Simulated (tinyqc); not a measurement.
Inside a calculation: linear model of a band gap against the share of exact exchange. Values are carried at full precision from step to step, so a last printed digit may differ when a step is redone from the rounded ones.

E(alpha) = E0 + S alpha. A wider gap screens less, modelled in the Penn form eps(alpha) = 1 + (e0 - 1)(EP/(EP + S alpha))^2 with a scale EP chosen for the exercise. A dielectric-dependent hybrid takes alpha = 1/eps.

Values chosen for the exercise (of the order of those of diamond; not measured data):
- E0 = 4.06 eV (gap of the semi-local functional)
- S = 7.62 eV (slope dE/d(alpha))
- e0 = 6.21 (optical dielectric constant at alpha = 0)
- EP = 26.3 eV (energy scale of the screening)
- Et = 5.51 eV (target gap)
- a_start = 0.25 (starting alpha)
- fv = 0.51 (share of the opening taken by the valence edge)
- Ed = 3.49 eV (defect level above the semi-local valence top)
- cd = -0.13 (shift of the level per unit opening, on the scale of the mean potential)

## Fixed shares

Gap, error against the target and eps for alpha = 0, 0.25 and 1/e0; and the alpha that meets the target, (Et - E0)/S.

Results:
```
alpha   E (eV)  E - Et (eV)    eps
0.0000   4.060       -1.450  6.210
0.2500   5.965        0.455  5.530
0.1610   5.287       -0.223  5.756
```

alpha for the target = 0.1903

A quarter of exact exchange overshoots the target by 0.46 eV: the material needs 0.190, and 1/e0 = 0.161 lies closer to it than 0.25 does.

## Self-consistent share

Iterate alpha -> 1/eps(alpha) seven times from a_start. The fixed point solves alpha eps(alpha) = 1; the contraction factor there is 2 (eps - 1) S/((EP + S alpha) eps^2).

Iterates:
```
step    alpha     eps  E (eV)
0     0.25000  5.5300  5.9650
1     0.18083  5.7042  5.4379
2     0.17531  5.7185  5.3959
3     0.17487  5.7196  5.3925
4     0.17484  5.7197  5.3923
5     0.17483  5.7197  5.3922
6     0.17483  5.7197  5.3922
7     0.17483  5.7197  5.3922
```

fixed point = 0.17483
contraction factor = 0.0796

The factor is positive, so the iterates approach from one side, the error shrinking to 0.08 of itself each step; the gap is within 0.01 eV of its limit from step 2. Self-consistency moves the gap by +0.105 eV against the one-shot choice 1/e0, since a wider gap screens less.

## Band edges and a deep level

The opening c = S alpha lowers the valence top by fv c and raises the conduction edge by (1 - fv) c, both against the mean potential; the level moves by cd c. Use the fixed point. Compare with stretching the level in proportion to the gap and with pinning it to either edge.

opening c = 1.332 eV

shifts of the valence and conduction edges (eV): [-0.679, 0.653]

level above the valence top = 3.996 eV
level below the conduction edge = 1.396 eV

level above the valence top: stretched, tied to the valence edge, tied to the conduction edge (eV): [4.635, 3.490, 4.822]

The three recipes err by +0.64, -0.51 and +0.83 eV against alignment through the mean potential. With cd = -0.13 the level moves with the valence edge, by 0.25 times as much as that edge.

## Checks

- Fixed point by bisection against 60 substitutions: both 0.17483.

Program tinyqc; command `OMP_NUM_THREADS=1 python tinyqc.py 1851115 1851116 out.jsonl`; about 0.01 s on one thread of a shared Intel(R) Xeon(R) Processor @ 2.30GHz.
